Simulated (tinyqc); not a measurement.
Hopping conduction between localised states: one step, computed by the program tinyqc.

Energies are counted from the Fermi level. A small network shows the mechanism; the laws of an infinite system follow.

Problem. Kirchhoff solution. Site 1 is held at potential 1 and site 8 at 0; Kirchhoff's law sum_j G_ij (u_i - u_j) = 0 fixes the others; G = sum_j G_1j (1 - u_j). G_ij = G_0 exp(-s_ij).

Inputs (values chosen for the exercise, for a model defective oxide): conductance scale G_0 = 1 microsiemens; temperature T = 86 K.

Dimension: 2D.

s_ij, lower triangle (symmetric):
```
,1,2,3,4,5,6,7,8
1,0.00000
2,11.74396,0.00000
3,8.39799,9.69543,0.00000
4,11.01226,14.76025,7.03649,0.00000
5,18.75981,15.65282,12.60041,11.54123,0.00000
6,17.00095,20.86954,13.32709,8.96756,11.52688,0.00000
7,21.65990,25.57975,18.09140,13.14562,16.27782,6.23004,0.00000
8,20.94187,24.59562,17.28507,14.27170,15.55457,6.98583,7.46883,0.00000
```

Give: potentials; conductance G; -ln(G/G_0).

Solution.

potentials: [1.000, 0.728, 0.694, 0.616, 0.385, 0.056, 0.044, 0.000]

conductance G = 7.738e-05 microsiemens

-ln(G/G_0) = 9.467
